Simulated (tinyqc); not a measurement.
Inside a calculation. Method: lattice vibrations of a chain. Computed by tinyqc, a small Python program that keeps every step. Command: `OMP_NUM_THREADS=1 python tinyqc.py 29718 29719 out.jsonl` (the two numbers bound the seeds that draw the settings). One thread of a shared host (Intel(R) Xeon(R) Processor @ 2.60GHz), about 0.01 s of CPU time with the checks.

## Dynamical matrix at q = 0.37

A chain moving along its axis:

| atom | mass (u) | spring to the next atom (eV/angstrom^2) |
|---|---|---|
| 1 | 110.90000 | 19.40000 |
| 2 | 51.90000 | 20.90000 |

q is in units of 2 pi/a. A spring k from atom i to atom j, n cells on, adds k to Phi_ii and Phi_jj, -k exp(2 pi i q n) to Phi_ij and the conjugate to Phi_ji (for one atom a cell: 2k (1 - cos 2 pi q n)); D_ij = Phi_ij / sqrt(m_i m_j).

D(q) (eV/(angstrom^2 u)):
```
                   1                  2
1            0.36339  -0.06713+0.20082i
2  -0.06713-0.20082i            0.77649
```

## Frequencies

omega^2 are the eigenvalues; wavenumber = 521.4708 sqrt(eigenvalue) 1/cm.

eigenvalues: 0.27414  0.86574

wavenumbers (1/cm): 273.0  485.2

weights |e|^2 of the mass-weighted modes:
```
         mode 1   mode 2
atom 1  0.84914  0.15086
atom 2  0.15086  0.84914
```

## Dispersion and heat capacity

C/k_B per atom = mean over q = (j + 1/2)/80, j = 0..39 and all branches of y^2 e^y/(e^y - 1)^2, y = hc wavenumber / k_B T.

Wavenumbers (1/cm):

| q | branch 1 | branch 2 |
|---|---|---|
| 0.00000 | 0.00000 | 556.75009 |
| 0.06250 | 50.79313 | 554.42828 |
| 0.12500 | 100.88909 | 547.53269 |
| 0.18750 | 149.53827 | 536.29186 |
| 0.25000 | 195.85021 | 521.16538 |
| 0.31250 | 238.59670 | 503.03307 |
| 0.37500 | 275.72089 | 483.68238 |
| 0.43750 | 303.18894 | 466.95517 |
| 0.50000 | 313.94376 | 459.79340 |

Heat capacity:

| T (K) | C/k_B per atom |
|---|---|
| 20 | 0.05638 |
| 50 | 0.14491 |
| 100 | 0.30528 |
| 200 | 0.59912 |
| 300 | 0.76936 |
| 600 | 0.93062 |
| 1200 | 0.98175 |

zero-point energy per atom = 21.68653 meV
